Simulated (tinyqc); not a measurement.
Gaps across the alloy: alloy A(1-x)B(x) by interpolation with bowing.

Each gap follows E(x) = (1 - x) E_A + x E_B - C x (1 - x); the lattice constant follows Vegard, a(x) = (1 - x) a_A + x a_B.

Constants: hc = 1239.841984 eV nm.

Parameters, chosen for this exercise (A near GaAs, B near AlAs; shifted at random, so the results belong to these values and not to a real crystal):
- a = (5.645, 5.664) angstrom (lattice constant of A, B)
- Eg = (1.511, 3.139) eV (gap at Gamma to the s-like level of A, B)
- EgX = (1.978, 2.243) eV (gap to the lowest valley along Gamma-X of A, B)
- EgL = (1.808, 2.425) eV (gap to L of A, B)
- C = (0.413, 0.054, 0) eV (bowing of the Gamma, X and L gaps)

Eleven compositions.

Gaps (eV):
```
x    a (angstrom)  Gamma      X      L  lowest  wavelength (nm)
0.0        5.6450  1.511  1.978  1.808   Gamma              821
0.1        5.6469  1.637  2.000  1.870   Gamma              758
0.2        5.6488  1.771  2.022  1.931   Gamma              700
0.3        5.6507  1.913  2.046  1.993   Gamma              648
0.4        5.6526  2.063  2.071  2.055       L              603
0.5        5.6545  2.222  2.097  2.116       X              591
0.6        5.6564  2.389  2.124  2.178       X              584
0.7        5.6583  2.564  2.152  2.240       X              576
0.8        5.6602  2.747  2.181  2.302       X              568
0.9        5.6621  2.939  2.212  2.363       X              561
1.0        5.6640  3.139  2.243  2.425       X              553
```

The lowest valley changes at x = 0.391 (Gamma to L, gap 2.049 eV) and x = 0.445 (L to X, gap 2.083 eV). The middle valley is lowest only in a narrow window, which small changes of the inputs would close. The Gamma gap is monotonic, since its bowing (0.413 eV) is smaller than the difference of the end gaps (1.628 eV); at x = 0.5 bowing lowers it by C/4 = 0.103 eV.

Run: tinyqc, `OMP_NUM_THREADS=1 python tinyqc.py 1080937 1080938 out.jsonl`; Intel(R) Xeon(R) Processor @ 2.30GHz, one thread, shared host; about 0.01 s of CPU time with all checks.
